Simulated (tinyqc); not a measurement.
Inside a calculation. Model: equation-of-state fits to an energy-volume table made by a known binding curve. Computed by tinyqc, a small Python program that keeps every step. Command: `OMP_NUM_THREADS=1 python tinyqc.py 3028772 3028773 out.jsonl eosfit walk`. One thread of a shared host (Intel(R) Xeon(R) Processor @ 2.30GHz), about 0.02 s of CPU time with the checks. Intermediate numbers are printed to about 7 digits and carried at full precision; extremes and crossings named in words are read from the listed rows.

With x = (V/V_0)^(1/3), the energy per atom is E = D [m x^-n - n x^-m]/(n - m), so that B0 = D n m/(9 V_0) and B' = (n + m + 6)/3. B' = dB/dP at P = 0.

Inputs (values chosen for the exercise, for a model crystal):
```
quantity                                 value             unit
cohesive energy D                          4.3          eV/atom
true volume V_0                           31.7  angstrom^3/atom
repulsive exponent n                         7                -
attractive exponent m                        3                -
half-width of the volume window w         0.02                -
shift of the window centre s             0.027                -
points N                                    11                -
compression V/V_0 for the pressure test   0.85                -
```

Binding curve: Mie. Noise: none.

Constants: 1 eV/angstrom^3 = 160.2176634 GPa.

## Exact values of the curve

B0 and B' from the formulas above; P = -dE/dV at V = c V_0 (c the compression chosen), from the curve itself.

exact B0 = 50.71032 GPa

exact B' = 5.333333

exact pressure at c V_0 = 12.73696 GPa

## Energy-volume table

Table: V_j = V_0 [1 + s + w (2 j/(N - 1) - 1)], j = 0..N-1, rounded to 0.001; E_j from the curve, rounded to 1e-7 eV.

Table:
```
V (angstrom^3)      E (eV)
31.922          -4.2997576
32.049          -4.2994058
32.176          -4.2989039
32.302          -4.2982612
32.429          -4.2974712
32.556          -4.2965420
32.683          -4.2954771
32.810          -4.2942799
32.936          -4.2929647
33.063          -4.2915138
33.190          -4.2899403
```

## Birch-Murnaghan fit

Third-order Birch-Murnaghan is a cubic in u = V^(-2/3): fit it by linear least squares, find the minimum, and take B0 = V E''(V), B' = -1 - V E'''/E'' there.

fitted E0 = -4.300000 eV

fitted V0 = 31.69991 angstrom^3

fitted B0 = 50.69743 GPa

fitted B' = 5.319277

root-mean-square residual = 1.186963e-05 meV

Against the exact curve V0 is off by 0.000 %, B0 by -0.03 % and B' by -0.3 %. Caution: the fitted minimum lies outside the window, so V0 and B0 are extrapolated.

## Errors of the Birch-Murnaghan fit

Errors are fitted minus exact, relative; the pressure at c V_0 uses P = (3 B0/2) (x^7 - x^5) [1 + (3/4)(B' - 4)(x^2 - 1)], x = (V0/V)^(1/3) with the fitted values.

error of B0 = -0.02541970 %

error of B' = -0.2635489 %

fitted pressure at c V_0 = 12.70100 GPa

error of that pressure = -0.2823651 %

## Vinet fit by Gauss-Newton steps

Vinet: E = E0 + (9 B0 V0/h^2) {1 + [h (1 - x) - 1] exp(h (1 - x))}, P = 3 B0 (1 - x) x^-2 exp(h (1 - x)), x = (V/V0)^(1/3), h = (3/2)(B' - 1). Gauss-Newton steps on (E0, V0, B0, B'): solve J d = r by least squares, r the residuals and J their derivatives (central differences, relative step 1e-5); start from the parabola fit in V with B' = 4; stop when all relative changes are below 1e-7.

Iterations:
```
step    E0 (eV)  V0 (angstrom^3)  B0 (GPa)        B'  rms residual (meV)
0     -4.300130         31.63306  42.69470  4.000000        3.624451e-01
1     -4.299978         31.71243  50.77404  5.462915        9.016821e-02
2     -4.300000         31.69979  50.66569  5.259969        8.203596e-04
3     -4.300000         31.69976  50.66209  5.260149        1.773177e-05
4     -4.300000         31.69976  50.66209  5.260149        1.773176e-05
```

B0, Vinet = 50.66209 GPa

B', Vinet = 5.260149

## Five forms on the same table

Murnaghan: E = E0 + (B0 V/B') [(V0/V)^B'/(B' - 1) + 1] - B0 V0/(B' - 1), P = (B0/B') [(V0/V)^B' - 1]. Birch-Murnaghan: E = E0 + (9 V0 B0/16) [y^3 B' + y^2 (2 - 4 y)], y = (V0/V)^(2/3) - 1; P = (3 B0/2) (x^7 - x^5) [1 + (3/4)(B' - 4)(x^2 - 1)], x = (V0/V)^(1/3). All are least-squares fits to the energies; for polynomials in V, B0 = V E'' and B' = -1 - V E'''/E'' at the minimum.

Fitted values:
```
form             V0 (angstrom^3)  B0 (GPa)         B'  P at c V_0 (GPa)
exact                   31.70000  50.71032   5.333333          12.73696
parabola in V           31.63306  42.69470  -1.000000                 -
cubic in V              31.69732  50.13498   4.414340                 -
Murnaghan               31.70044  50.81486   5.516251          13.36810
Birch-Murnaghan         31.69991  50.69743   5.319277          12.70100
Vinet                   31.69976  50.66209   5.260149          12.50965
```

In B0 the Birch-Murnaghan form comes closest (-0.03 %) and the parabola in V form misses most (-15.81 %). A parabola in V has no third derivative, so its B' is -1 by construction. At c V_0, beyond the window, the pressure errors are Murnaghan +5.0 %, Birch-Murnaghan -0.3 %, Vinet -1.8 %; Murnaghan keeps B linear in P and so runs too stiff under compression.

## The width of the window

The table is made anew for each w.

Errors (%):
```
w     B0, parabola  B0, cubic  B0, Murnaghan  B0, Birch-Murnaghan  B0, Vinet  B', Birch-Murnaghan
0.03       -15.634     -0.983          0.187               -0.011     -0.070               -0.169
0.05       -15.075     -0.531          0.084               -0.004     -0.031               -0.150
0.08       -13.704      0.581         -0.170                0.007      0.059               -0.138
0.12       -10.834      2.933         -0.674                0.031      0.245               -0.105
0.16        -6.682      6.393         -1.342                0.065      0.506               -0.059
0.22         2.270     14.085         -2.581                0.134      1.041                0.037
```

The Birch-Murnaghan error of B0 is smallest among these at w = 0.05 (0.004 % in size); it is 0.011 % at the narrowest and 0.134 % at the widest.  At the widest window the errors of B0 are +2.3 % for the parabola and +14.1 % for the cubic in V. The parabola changes sign: it reports the mean curvature of the window, which the shift s biases one way and the width the other.

Checks made by the program: nonlinear Birch-Murnaghan fit against the linear one (relative difference 2e-10).
